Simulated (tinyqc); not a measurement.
# Single-domain magnet: Stoner-Wohlfarth switching, Neel-Arrhenius retention, LLG dynamics and spin torque, step by step

A worked calculation. Computed by tinyqc, a small Python program that keeps every step. Command: `OMP_NUM_THREADS=1 python tinyqc.py 3023977 3023978 out.jsonl macro walk`. One thread of a shared host (Intel(R) Xeon(R) Processor @ 2.30GHz), about 0.02 s of CPU time with the checks. Intermediate numbers are printed to about 5 digits and carried at full precision; extremes and crossings named in words are read from the listed rows.

The moment is uniform, with unit vector m; z is the easy axis. mu_0 = 1.25663706212e-6 T m/A, gamma = 1.76085963023e11 rad/(s T).

Inputs (values chosen for the exercise, for a model magnet):

| quantity | value | unit |
|---|---|---|
| saturation magnetisation M_s | 460 | kA/m |
| diameter d | 54 | nm |
| thickness t | 1.4 | nm |
| interface anisotropy K_i | 0.258 | mJ/m^2 |
| bulk anisotropy K_u | 0 | kJ/m^3 |
| exchange stiffness A | 24 | pJ/m |
| temperature T | 450 | K |
| attempt frequency f0 | 1 | GHz |
| field angle psi from the easy axis | 75 | degrees |
| reversing field h = H/H_K | 0.37 | - |
| waiting time t_w | 100 | s |
| damping alpha | 0.016 | - |
| spin-torque efficiency eta | 0.78 | - |
| drive I/I_c0 | 3.4 | - |
| time step times gamma mu_0 H_K | 0.1 | - |

Shape: thin disc, easy axis normal to it.

Constants: k_B = 1.380649e-23 J/K; e = 1.602176634e-19 C; hbar = 1.054571817e-34 J s.

## Effective anisotropy

The disc is treated as an oblate spheroid with p = t/d: N_z = [1 - p arccos(p)/sqrt(1 - p^2)]/(1 - p^2); V = pi d^2 t/4; K_eff = K_u + K_i/t + K_shape, K_shape = -(mu_0 M_s^2/4)(3 N_z - 1); mu_0 H_K = 2 K_eff/M_s.

demagnetising factor N_z = 0.96058

volume V = 3206.3 nm^3

K_shape = -125.09 kJ/m^3

K_eff = 59.195 kJ/m^3

anisotropy field mu_0 H_K = 0.25737 T

Shape works against the easy axis and takes 68 % of the other terms. Caution: a flat cylinder has a smaller N_z than the spheroid of the same t/d, so K_eff of a real disc is larger.

## Retention at zero field

Delta = K_eff V/(k_B T); tau = exp(Delta)/f0; probability of a flip within t_w: P = 1 - exp(-t_w/tau). Wall width parameter sqrt(A/K_eff); a two-domain state costs 4 sqrt(A K_eff) times the cross-section that the wall cuts (d t).

stability factor Delta = 30.549

log10 of tau in s = 4.2672

probability of a flip = 0.0053907

wall parameter = 20.136 nm

barrier of the wall path / k_B T = 58.014

Ten years (3.15e8 s) need Delta > 40.3 for tau alone; this element has 30.5. Coherent rotation is the cheaper path.

## Barrier in a tilted field

Energy over K_eff V: e(theta) = sin^2(theta) + 2 h cos(theta - psi) for m at the angle theta from +z and a field that points at psi from -z (it pulls m away from +z towards negative theta); h_sw = (cos^(2/3) psi + sin^(2/3) psi)^(-3/2). The metastable minimum and the saddle are the two roots of e'(theta) = sin(2 theta) - 2 h sin(theta - psi) on either side of theta_c = -arctan(tan^(1/3) psi).

switching field h_sw = 0.61466

minimum theta = -23.520 degrees

saddle theta = -81.374 degrees

barrier / (K_eff V) = 0.24991

barrier / (k_B T) = 7.6344

The form (1 - h/h_sw)^n reproduces this barrier with n = 1.505; n is 2 for a field on the axis, and the approach to h_sw has the exponent 3/2 off the axis.

## Switching field against angle and time

Switching field at T: the h at which the exact barrier equals ln(f0 t_w/ln 2) k_B T (0 if the zero-field barrier is lower). Sharrock form: h_sw [1 - (ln(f0 t_w/ln 2)/Delta)^(1/n)], n = 0.86 + 1.14 h_sw.

Fields over H_K:

| psi (degrees) | h_sw at T = 0 | thermal, exact barrier | thermal, Sharrock form |
|---|---|---|---|
| 1 | 0.90707 | 0.081351 | 0.079193 |
| 10 | 0.67381 | 0.070771 | 0.067935 |
| 20 | 0.57365 | 0.063604 | 0.061955 |
| 30 | 0.52402 | 0.059501 | 0.058664 |
| 45 | 0.50000 | 0.057389 | 0.056983 |
| 60 | 0.52402 | 0.059501 | 0.058664 |
| 75 | 0.61466 | 0.066722 | 0.064504 |
| 89 | 0.90707 | 0.081351 | 0.079193 |

At T = 0 the field is least at 45 degrees, H_K/2, and symmetric about it. Thermal help lowers it to 9 % at 1 degree and 11 % at 45 degrees; the Sharrock form misses the exact barrier by at most about 0.003 H_K, at psi = 10 (and its mirror angle).

## Spin-transfer switching

For axial symmetry and a polariser along z: I_c0 = (4 e alpha/(hbar eta)) K_eff V; relaxation time tau_D = (1 + alpha^2)/(alpha gamma mu_0 H_K); thermal start angle theta_0 = 1/sqrt(2 Delta); switching time about tau_D ln(pi/(2 theta_0))/(I/I_c0 - 1); precession frequency gamma mu_0 H_K/(2 pi (1 + alpha^2)).

critical current I_c0 = 23.660 microampere

Delta/I_c0 = 1.2912 1/microampere

tau_D = 1.3795 ns

switching time, estimate = 1.4414 ns

precession frequency = 7.2109 GHz

## One LLG step

In the time s = gamma mu_0 H_K t: (1 + alpha^2) dm/ds = -m x b - alpha m x (m x b) + a [m x (m x z) - alpha m x z], b = m_z z, a = alpha I/I_c0; Heun steps (Euler predictor, mean of the two slopes) without renormalising; start m = (sin theta_0, 0, cos theta_0), theta_0 = 1/sqrt(2 Delta).

m at the start: 0.12759  0.00000  0.99183

first slope: 0.00487  0.12662  -0.00063

predictor: 0.12807  0.01266  0.99176

second slope: -0.00767  0.12758  -0.00064

m after the step: 0.12745  0.01271  0.99176

## Exact time to the equator

The polar equation dm_z/dt = -(1 - m_z^2)(i - m_z)/tau_D, i = I/I_c0, integrates to t = tau_D [F(cos theta_0) - F(0)], F(z) = -ln(1 - z)/(2 (i - 1)) + ln(1 + z)/(2 (i + 1)) + ln(i - z)/(i^2 - 1), theta_0 = 1/sqrt(2 Delta).

time to m_z = 0 = 1.4444 ns

The linear estimate is 1.00 times this.

## The trajectory

Run until m_z <= 0 (time by linear interpolation), |m|^2 leaves 1 by more than 1, or three exact times have passed; the run counts as sound if the time is within 3 % of the exact one.

Every few steps:

| step | t (ns) | m_x | m_y | m_z | \|m\| |
|---|---|---|---|---|---|
| 0 | 0.0000 | 0.12759 | 0.00000 | 0.99183 | 1.0000 |
| 65 | 0.1434 | 0.16167 | 0.02645 | 0.98651 | 1.0000 |
| 130 | 0.2869 | 0.20197 | 0.05791 | 0.97772 | 1.0000 |
| 195 | 0.4303 | 0.25520 | 0.08509 | 0.96322 | 1.0001 |
| 260 | 0.5737 | 0.33340 | 0.08219 | 0.93935 | 1.0001 |
| 325 | 0.7171 | 0.43575 | -0.01752 | 0.90016 | 1.0002 |
| 390 | 0.8606 | 0.43637 | -0.33320 | 0.83621 | 1.0003 |
| 455 | 1.0040 | -0.15411 | -0.66307 | 0.73316 | 1.0005 |
| 520 | 1.1474 | -0.65097 | 0.50109 | 0.57119 | 1.0006 |
| 585 | 1.2908 | 0.64694 | -0.68839 | 0.32979 | 1.0006 |
| 650 | 1.4343 | 0.94971 | 0.31493 | 0.00670 | 1.0006 |
| 652 | 1.4387 | 0.94959 | 0.31534 | -0.00419 | 1.0006 |

time to m_z = 0 by the steps = 1.4370 ns

largest drift of |m| = 5.8574e-04

The steps give 0.9949 of the exact time, with |m| kept to 5.9e-4.

Checks made by the program: the barrier at psi -> 0 against (1 - h)^2 (relative difference 2e-07); the closed form against quadrature (relative difference below 1e-10).
